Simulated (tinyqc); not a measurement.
Length of a polyene: Hueckel, PPP and singles CI along the polyenes. Computed by the program tinyqc. 

All-trans chains of carbon centres 1.40 angstrom apart:
```
parameter                               value
beta (eV), times 1 +/- alternation  -2.180000
alternation                          0.050000
W (eV)                              11.160000
gamma_rr (eV)                       10.560000
repulsion formula                        Ohno
```

Hueckel uses the same beta without repulsion; CIS keeps all single excitations and so misses the low, doubly excited 2Ag state. W is the valence ionisation energy of a centre, MN the Mataga-Nishimoto formula, f the oscillator strength.

Gaps and excitations (eV):
```
centres  Hueckel gap  PPP orbital gap  bright singlet (CIS)      f  lowest triplet (CIS)
2              4.578           11.946                 6.174  0.529                 2.982
4              2.954            9.536                 4.857  0.995                 2.074
6              2.213            8.311                 4.071  1.393                 1.642
8              1.795            7.582                 3.560  1.743                 1.409
10             1.526            7.106                 3.207  2.057                 1.270
12             1.340            6.777                 2.953  2.345                 1.181
14             1.204            6.540                 2.765  2.616                 1.120
```

The Hueckel gap tends to 4 x alternation x |beta| = 0.44 eV for long chains. Exchange opens the PPP orbital gap, and the attraction of electron and hole brings the bright state 3.78 eV below it at 14 centres; the triplet lies 1.64 eV lower still.
